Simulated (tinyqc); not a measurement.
Inside a calculation. Method: Ewald sum of point charges, bcc lattice in a neutralising background. Computed by tinyqc, a small Python program that keeps every step. Command: `OMP_NUM_THREADS=1 python tinyqc.py 28406 28407 out.jsonl` (the two numbers bound the seeds that draw the settings). One thread of a shared host (Intel(R) Xeon(R) Processor @ 2.60GHz), about 0.03 s of CPU time with the checks.

## Ewald sum with eta = 0.429 1/bohr

cell vectors (rows) (bohr):
```
          1         2         3
1  7.600000  0.000000  0.000000
2  0.000000  7.600000  0.000000
3  0.000000  0.000000  7.600000
```

Charges:

| q | f1 | f2 | f3 |
|---|---|---|---|
| 2.000000 | 0.000000 | 0.000000 | 0.000000 |
| 2.000000 | 0.500000 | 0.500000 | 0.500000 |

Real space: 1/2 sum q_i q_j erfc(eta r)/r over all images with r > 0; reciprocal space: (2 pi/V) sum_(G != 0) exp(-G^2/4 eta^2)/G^2 |S(G)|^2 with S(G) = sum q exp(i G.r); self term -eta/sqrt(pi) sum q^2; background -pi Q^2/(2 V eta^2), Q the total charge.

Real-space shells (first ones):

| r (bohr) | pairs | sum (hartree) |
|---|---|---|
| 6.581793 | 16 | 0.000317 |
| 7.600000 | 12 | 0.000013 |
| 10.748023 | 24 | 3.12e-10 |
| 12.603174 | 48 | 0 |
| 13.163586 | 16 | 0 |

Reciprocal shells (first ones that count):

| G^2 (1/bohr^2) | vectors | sum (hartree) |
|---|---|---|
| 1.366981 | 12 | 0.313933 |
| 2.733962 | 6 | 0.012256 |
| 4.100944 | 24 | 0.005103 |
| 5.467925 | 12 | 0.000299 |
| 6.834906 | 24 | 0.000075 |
| 8.201887 | 8 | 3.24e-06 |
| 9.568869 | 48 | 2.60e-06 |
| 10.935850 | 6 | 4.44e-08 |
| 12.302831 | 36 | 3.70e-08 |
| 13.669812 | 24 | 3.47e-09 |
| 15.036793 | 24 | 4.92e-10 |

## The total does not depend on eta

The same sums for other eta.

Totals (hartree per cell):

| eta | real | reciprocal | self | background | total |
|---|---|---|---|---|---|
| 0.429000 | 0.000330 | 0.331672 | -1.936299 | -0.311089 | -1.91538603 |
| 0.620000 | 3.84e-08 | 1.031936 | -2.798380 | -0.148941 | -1.91538603 |
| 0.872000 | 0 | 2.095696 | -3.935787 | -0.075295 | -1.91538603 |

shortest distance = 6.581793 bohr
